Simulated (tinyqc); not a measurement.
Inversion-layer mobility, back-scattering and ballistic limit of a field-effect transistor: one step, computed by the program tinyqc. Command: `OMP_NUM_THREADS=1 python tinyqc.py 3007151 3007152 out.jsonl mos walk`. One thread of a shared host (Intel(R) Xeon(R) Processor @ 2.30GHz), about 0.01 s of CPU time with the checks.

The charge at the top of the source barrier is fixed by the gate; series resistance and short-channel effects are left out. F_j are Fermi integrals normalised to exp(eta) in the classical limit.

Question. Ballistic limit. F_j(eta) = (1/Gamma(j + 1)) int_0^infinity x^j/(1 + exp(x - eta)) dx, F_0 = ln(1 + exp(eta)). Integrals over x = E/(k_B T) use 160 Gauss-Legendre points in u = sqrt(x) from 0 to sqrt(max(eta, 0) + 32). Ballistic channel: N_2D = g_v m k_B T/(pi hbar^2), U = e V_D/(k_B T); eta_F solves N_inv = (N_2D/2)[F_0(eta_F) + F_0(eta_F - U)]; v_T = sqrt(2 k_B T/(pi m)); I/W = e (N_2D/2) v_T [F_1/2(eta_F) - F_1/2(eta_F - U)]; injection velocity v_T F_1/2(eta_F)/F_0(eta_F).

Inputs (values chosen for the exercise, modelled on a strained silicon n-channel):
```
quantity,value,unit
transport mass m,0.19,m_0
valley degeneracy g_v,2,-
drain voltage V_D,0.52,V
temperature T,300,K
```

Statistics at the top of the barrier: Fermi-Dirac.

inversion density N_inv = 2.943792e+12 1/cm^2

Constants: m_0 = 9.1093837015e-31 kg; k_B = 1.380649e-23 J/K; hbar = 1.054571817e-34 J s; k_B = 8.617333262e-05 eV/K; e = 1.602176634e-19 C.

Give: N_2D; eta_F; thermal velocity v_T; injection velocity; ballistic current I/W.

Answer.

N_2D = 4.104e+12 1/cm^2

eta_F = 1.163

thermal velocity v_T = 1.234 1e7 cm/s

injection velocity = 1.504 1e7 cm/s

ballistic current I/W = 709.5 microampere/micrometre

Degeneracy raises the injection velocity by a factor 1.22.
